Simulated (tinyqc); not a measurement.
## Polarisation charge from two barrier thicknesses

Problem. VT = phiB - dEc - q sigma d/(eps0 eps_r). Find sigma, phiB - dEc and the thickness at which VT = 0.

Inputs (values chosen for the exercise):
- eps_r = 9.5 (relative permittivity of barrier and channel)

Constants: q = 1.602176634e-19 C, eps0 = 8.8541878128e-14 F/cm where lengths are in cm. Results are converted to the units shown.

VT for d = 12 and 22 nm (V): [-1.0836226, -2.6854415]

Solution. VT is linear in d.

sigma = 8.41e12 cm^-2
phiB - dEc = 0.839 V
thickness for VT = 0 = 5.24 nm

tinyqc, about 0.01 s, one thread, Intel Xeon 2.30GHz (shared host): `OMP_NUM_THREADS=1 python tinyqc.py 2570063 2570064 out.jsonl`
